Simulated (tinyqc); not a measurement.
Band edges of strained Si(1-x)Ge(x) on relaxed Si(1-y)Ge(y): one step. Valence edges of the layer. Five cases, with inputs chosen for the exercise.

Question. Give the strain block and the three twofold edges.

Valence edges: Ev plus the levels of the 6 x 6 matrix of X, Y, Z times spin with -Dso/3 + l exx + m (eyy + ezz) on the diagonal (cyclic), n exy off it, l = av + 2 b, m = av - b, n = sqrt(3) d. Spin-orbit term (Dso/3) L.sigma on X, Y, Z with (L_k)_ij = -i epsilon_kij: <X+|H|Y+> = -i Dso/3, <X+|H|Z-> = Dso/3, <Y+|H|Z-> = -i Dso/3, <Z+|H|X-> = -Dso/3, <Z+|H|Y-> = i Dso/3, <X-|H|Y-> = i Dso/3, and their conjugates; + and - are the spin along z.

Case 1.

Interpolated values (a in angstrom, C11, C12, C44 in GPa, all else in eV):
```
symbol       layer      buffer
a         5.653000    5.565600
Dso       0.293000    0.198380
av        1.250000    1.713600
b        -2.570000   -2.383800
d        -5.290000   -5.103800
C11     128.300000  142.778000
C12      48.500000   54.352000
C44      67.200000   71.570000
Ev        0.640000    0.396800
ED        0.932000    0.974210
EL        0.727000    1.203140
aD        1.260000    1.469000
aL       -2.910000   -2.879600
XuD       9.480000    9.358400
XuL      15.560000   15.932400
```

strain tensor in the cubic axes:
```
             x            y            z
x  -0.00841098   0.00704983   0.00704983
y   0.00704983  -0.00841098   0.00704983
z   0.00704983   0.00704983  -0.00841098
```

Case 2.

Interpolated values (a in angstrom, C11, C12, C44 in GPa, all else in eV):
```
symbol       layer      buffer
a         5.429000    5.464400
Dso       0.044000    0.080750
av        2.440000    2.261500
b        -2.100000   -2.169000
d        -4.730000   -4.820000
C11     168.200000  162.350000
C12      63.400000   61.225000
C44      78.900000   77.205000
Ev        0.000000    0.093000
ED        1.134000    1.074990
EL        2.026000    1.832950
aD        1.600000    1.559500
aL       -2.970000   -2.926500
XuD       8.920000    8.998000
XuL      15.900000   15.790500
```

strain tensor in the cubic axes:
```
             x            y           z
x   0.00158074  -0.00493980  0.00000000
y  -0.00493980   0.00158074  0.00000000
z   0.00000000   0.00000000  0.00652054
```

Case 3.

Interpolated values (a in angstrom, C11, C12, C44 in GPa, all else in eV):
```
symbol       layer      buffer
a         5.476090    5.430000
Dso       0.097240    0.044000
av        2.178200    2.440000
b        -2.226800   -2.130000
d        -4.937800   -4.830000
C11     157.038000  165.200000
C12      59.934000   63.300000
C44      76.574000   79.500000
Ev        0.151800    0.000000
ED        1.056976    1.143000
EL        1.742840    2.024000
aD        1.536000    1.580000
aL       -3.123800   -3.280000
XuD       9.364400    9.360000
XuL      16.309200   16.670000
```

strain tensor in the cubic axes:
```
             x            y           z
x  -0.00841659   0.00000000  0.00000000
y   0.00000000  -0.00841659  0.00000000
z   0.00000000   0.00000000  0.00642443
```

Case 4.

Interpolated values (a in angstrom, C11, C12, C44 in GPa, all else in eV):
```
symbol       layer      buffer
a         5.656000    5.607040
Dso       0.287000    0.238400
av        1.230000    1.470000
b        -2.540000   -2.452000
d        -5.310000   -5.210000
C11     129.600000  137.280000
C12      48.400000   51.580000
C44      66.600000   69.380000
Ev        0.700000    0.560000
ED        0.946000    0.954880
EL        0.737000    0.987400
aD        1.320000    1.432000
aL       -2.930000   -2.992000
XuD       9.210000    9.254000
XuL      14.530000   14.750000
```

strain tensor in the cubic axes:
```
             x            y            z
x  -0.00235878   0.00629751   0.00000000
y   0.00629751  -0.00235878   0.00000000
z   0.00000000   0.00000000  -0.00865629
```

Case 5.

Interpolated values (a in angstrom, C11, C12, C44 in GPa, all else in eV):
```
symbol       layer      buffer
a         5.520482    5.628370
Dso       0.144040    0.253840
av        1.955700    1.402200
b        -2.296800   -2.512800
d        -5.020400   -5.218400
C11     151.185000  132.510000
C12      57.045000   50.070000
C44      74.698000   69.208000
Ev        0.278800    0.584800
ED        1.029689    0.952118
EL        1.507360    0.920560
aD        1.519300    1.397800
aL       -2.979900   -2.705400
XuD       9.412600    9.349600
XuL      15.363500   15.071000
```

strain tensor in the cubic axes:
```
            x           y            z
x  0.01954313  0.00000000   0.00000000
y  0.00000000  0.01954313   0.00000000
z  0.00000000  0.00000000  -0.01474799
```

Give: strain block; edges from the top.

Answer.

Case 1.

strain block (eV), lower triangle:
```
         X        Y        Z
X  -0.0315
Y  -0.0646  -0.0315
Z  -0.0646  -0.0646  -0.0315
```

edges from the top (eV): 0.6731  0.5759  0.2834

The top two edges are split by 97 meV.

Case 2.

strain block (eV), lower triangle:
```
        X       Y       Z
X  0.0340
Y  0.0405  0.0340
Z       0       0  0.0029
```

edges from the top (eV): 0.0643  -0.0012  -0.0362

The top two edges are split by 66 meV.

Case 3.

strain block (eV), lower triangle:
```
        X       Y        Z
X  0.0104
Y       0  0.0104
Z       0       0  -0.0888
```

edges from the top (eV): 0.1622  0.1207  0.0073

The top two edges are split by 41 meV.

Case 4.

strain block (eV), lower triangle:
```
         X        Y       Z
X  -0.0324
Y  -0.0579  -0.0324
Z        0        0  0.0155
```

edges from the top (eV): 0.7207  0.6569  0.3860

The top two edges are split by 64 meV.

Case 5.

strain block (eV), lower triangle:
```
         X        Y       Z
X  -0.0312
Y        0  -0.0312
Z        0        0  0.2051
```

edges from the top (eV): 0.4513  0.2476  0.1362

The top two edges are split by 204 meV.

Computed by tinyqc, one run a case: `OMP_NUM_THREADS=1 python tinyqc.py N N+1 out.jsonl` with N = 1051535, 1080004, 1080390, 1080397, 1080671; one thread of a shared Intel(R) Xeon(R) Processor @ 2.30GHz, about 0.02 s a run at most.
